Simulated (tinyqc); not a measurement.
From results back to parameters: effective work function and flat-band voltage of a metal/high-k/SiO2/Si stack with a dipole layer. Four cases, with inputs chosen for the exercise.

Problem. Three stacks with (t1, t2) = (8, 20), (30, 20) and (8, 60) angstrom have the flat-band voltages below. VFB = W0 - (chi + dEF) - 4 pi e2 [Q1 EOT + Q2 x2]/3.9 with x2 = t2 3.9/eps2, EOT = t1 + x2, e2 = e^2/4 pi eps0, 1 cm^-2 = 1e-16 angstrom^-2; W0 is the work function with the dipole step.

Constants: e^2/(4 pi eps0) = 14.39964547 eV angstrom.

Find: Q1; Q2; W0.

Method. The first two stacks differ in t1 alone and give Q1; the first and third give Q1 + Q2; W0 follows from any of them.

Case 1.

Values chosen (out of a larger set: a stack on Si capped with a titanium-like oxide; not measured data): chi = 4.053 eV (electron affinity of the channel); dEF = 0.284 eV (Ec - EF in the channel); eps = (3.9, 22.8) (their dielectric constants).

VFB (V): 0.5581995  0.5275769  0.5537550

Solution.

Q1 = 3.0e+11 e/cm^2
Q2 = -1.6e+11 e/cm^2
W0 = 4.909 eV

Case 2.

Values chosen (out of a larger set: a stack on Si capped with a magnesium-like oxide; not measured data): chi = 4.054 eV (electron affinity of the channel); dEF = 0.886 eV (Ec - EF in the channel); eps = (3.9, 23.8) (their dielectric constants).

VFB (V): -0.4677144  -0.4755741  -0.4305205

Solution.

Q1 = 7.7e+10 e/cm^2
Q2 = -1.3e+12 e/cm^2
W0 = 4.457 eV

Case 3.

Values chosen (out of a larger set: a stack on Si capped with a lanthanum-like oxide; not measured data): chi = 4.054 eV (electron affinity of the channel); dEF = 0.146 eV (Ec - EF in the channel); eps = (3.9, 18.4) (their dielectric constants).

VFB (V): 0.0513547  0.0370642  -0.0603631

Solution.

Q1 = 1.4e+11 e/cm^2
Q2 = 2.7e+12 e/cm^2
W0 = 4.312 eV

Case 4.

Values chosen (out of a larger set: a stack on Si capped with an yttrium-like oxide; not measured data): chi = 4.045 eV (electron affinity of the channel); dEF = 0.964 eV (Ec - EF in the channel); eps = (3.9, 17.8) (their dielectric constants).

VFB (V): -0.0303602  -0.0599620  -0.0372729

Solution.

Q1 = 2.9e+11 e/cm^2
Q2 = -1.2e+11 e/cm^2
W0 = 4.993 eV

Computed by tinyqc, one run a case: `OMP_NUM_THREADS=1 python tinyqc.py N N+1 out.jsonl` with N = 1850118, 1850170, 1850171, 1850181; one thread of a shared Intel(R) Xeon(R) Processor @ 2.30GHz, about 0.01 s a run at most.
